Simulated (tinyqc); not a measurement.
Same peak temperature, different pulse lengths: millisecond and nanosecond annealing: surface heating, thermal budget and solid-phase regrowth. Computed by tinyqc, a small Python program. Command: `OMP_NUM_THREADS=1 python tinyqc.py 3001347 3001348 out.jsonl flash walk`. One thread of a shared host (Intel(R) Xeon(R) Processor @ 2.30GHz), about 0.02 s of CPU time with the checks.

A square pulse heats the surface of a thick wafer with constant thermal properties; losses by radiation are neglected and silicon melts at 1414 C.

Inputs (values chosen for the exercise, modelled on hot silicon with phosphorus):
```
quantity,value,unit
incident fluence,0.41,J/cm^2
pulse length t_p,1.1e-07,s
reflectance R,0.33,-
thermal conductivity k,0.31,W/(cm K)
heat capacity per volume c,2.36,J/(cm^3 K)
preheat temperature T0,200,C
dopant prefactor D0,5.02,cm^2/s
dopant activation energy E,3.65,eV
regrowth prefactor v0,5.7e+08,cm/s
regrowth energy E_v,2.71,eV
amorphous layer,46,nm
```

Source: pulsed laser.

Constants: k_B = 8.617333262e-05 eV/K.

Method:
- Absorbed flux q = (1 - R) fluence/t_p; kappa = k/c. With f(z, t) = (2 q/k) sqrt(kappa t) ierfc(z/(2 sqrt(kappa t))), ierfc(x) = exp(-x^2)/sqrt(pi) - x erfc(x): T = T0 + f(z, t) during the pulse and T0 + f(z, t) - f(z, t - t_p) after it.
- At the surface the rise at the end of the pulse is 2 q sqrt(t_p/(pi k c)); the fluence that just melts the surface scales with (1414 - T0).
- Temperatures in kelvin are T(C) + 273.15.
- Integrate exp(-E/(k_B T(t))) at the surface from 0 to 10 t_p (Gauss-Legendre, 60 points in sqrt(t) up to t_p and 60 in sqrt(t - t_p) after it). (Dt) = D0 x integral with E; regrowth = v0 x integral with E_v; effective time = integral/exp(-E/(k_B T_peak)).
- For each t_p the flux is set so that the peak temperature stays the same: q sqrt(t_p) is fixed.

absorbed flux q = 2.49727e+06 W/cm^2

kappa = 0.131356 cm^2/s

Pulses:
```
t_p (s),fluence (J/cm^2),q (W/cm^2),thermal length (um),2 sqrt(Dt) (nm),regrowth (nm)
1.00e-07,3.9092e-01,2.6192e+06,1.1461e+00,5.9779e-03,1.4261e-01
1.00e-06,1.2362e+00,8.2825e+05,3.6243e+00,1.8904e-02,1.4261e+00
1.00e-05,3.9092e+00,2.6192e+05,1.1461e+01,5.9779e-02,1.4261e+01
1.00e-04,1.2362e+01,8.2825e+04,3.6243e+01,1.8904e-01,1.4261e+02
3.00e-04,2.1412e+01,4.7819e+04,6.2775e+01,3.2743e-01,4.2782e+02
1.00e-03,3.9092e+01,2.6192e+04,1.1461e+02,5.9779e-01,1.4261e+03
3.00e-03,6.7709e+01,1.5122e+04,1.9851e+02,1.0354e+00,4.2782e+03
1.00e-02,1.2362e+02,8.2825e+03,3.6243e+02,1.8904e+00,1.4261e+04
```

What follows from these numbers?

Fluence and diffusion length grow as sqrt(t_p), regrowth as t_p. The layer of 46 nm regrows from t_p = 0.0001 s on among these rows, at a diffusion length of 0.19 nm. Caution: cold silicon conducts heat several times better than the constant k used here, so the real melting fluence is higher. Caution: amorphous silicon melts some 200 to 250 K below the crystal, which matters for the short pulses that reach the peak before regrowth. Caution: the shortest pulses need a source absorbed within their thermal length, and the longest also heat the back of the wafer, which the thick-wafer formula leaves out.

Extremes, crossings and ranges named in words are read from the listed rows.
